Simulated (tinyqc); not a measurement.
Ways to converge the cycle: SCF convergence aids in the sto-6g basis, for BeH+, spin multiplicity 1. Computed by the program tinyqc with PySCF. 

Geometry (angstrom):
```
atom       x       y       z
Be    0.0000  0.0000  0.0000
H     0.0000  0.0000  1.4550
```

lowest restricted solution found by these runs and by PySCF = -14.816457 hartree

RHF with one setting changed at a time; a run stops when the energy changes by less than 1e-09 hartree and the error matrix is below 1e-5. The start is random orbitals. Damping d keeps d of the old density; a shift (hartree) raises the virtual levels; DIIS n extrapolates F over n matrices.

Largest element of the error matrix X^T (FDS - SDF) X:
```
iteration    plain  damping 0.3  damping 0.6  shift 0.4   DIIS 3   DIIS 8
1          2.8e-01      2.8e-01      2.8e-01    2.8e-01  2.8e-01  2.8e-01
2          3.4e-01      1.4e-01      1.5e-01    3.6e-01  3.4e-01  3.4e-01
3          2.7e-01      9.1e-02      1.1e-01    2.5e-01  1.1e-01  1.1e-01
4          4.1e-02      7.0e-02      1.0e-01    2.4e-01  5.9e-02  5.9e-02
5          1.9e-02      4.2e-02      8.7e-02    1.6e-01  2.6e-02  2.9e-02
6          7.9e-03      2.6e-02      6.9e-02    1.2e-01  5.0e-03  4.9e-03
8          1.4e-03      9.4e-03      4.1e-02    7.2e-02  2.6e-04  4.6e-04
10         2.3e-04      3.3e-03      2.4e-02    3.5e-02  3.8e-06  5.6e-06
14         1.4e-05      4.0e-04      8.3e-03    6.9e-03        -        -
20               -      1.7e-05      1.6e-03    6.4e-04        -        -
30               -            -      1.1e-04    2.7e-05        -        -
45               -            -      2.0e-06          -        -        -
```

How each run ends:
```
run          iterations  E (hartree)         state
plain                15   -14.816457  lowest found
damping 0.3          23   -14.816457  lowest found
damping 0.6          46   -14.816457  lowest found
shift 0.4            34   -14.816457  lowest found
DIIS 3               11   -14.816457  lowest found
DIIS 8               11   -14.816457  lowest found
```

6 of 6 runs reach the lowest restricted solution found, in 11 to 46 iterations (fastest: DIIS 3, DIIS 8). Plain steps already contract here, so damping only slows them. DIIS 3 and DIIS 8 gain by cancelling the error over several earlier matrices, much as a quasi-Newton step does.
